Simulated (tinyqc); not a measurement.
Circuit elements from the admittance matrix.

Question. Y belongs to a common-source circuit with y11 = i w (Cgs + Cgd), y12 = -i w Cgd, y21 = gm - i w Cgd, y22 = gds + i w (Cgd + Cd) and a resistance Rg in series with the gate; w = 2 pi f. Find Rg, Cgs + Cgd, Cgd, gm, gds and Cd.

Inputs (values chosen for the exercise): signal frequency f = 0.08 GHz.

Y with Rg (mS):

|  | 1 | 2 |
|---|---|---|
| 1 | 0.0000024549+0.0287200967i | -0.0000007218-0.0084446010i |
| 2 | 0.1438928734-0.0084569005i | 0.0018708293+0.0247342338i |

Answer. 1/Y11 = Rg + 1/(i w (Cgs + Cgd)) gives Rg; removing it from Z11 returns the inner y, whose parts are read off.

Rg = 2.976 ohm
Cgs + Cgd = 57.14 fF
Cgd = 16.80 fF
gm = 0.1439 mS
gds = 0.001871 mS
Cd = 32.40 fF

tinyqc, about 0.01 s, one thread, Intel Xeon 2.30GHz (shared host): `OMP_NUM_THREADS=1 python tinyqc.py 2150023 2150024 out.jsonl`
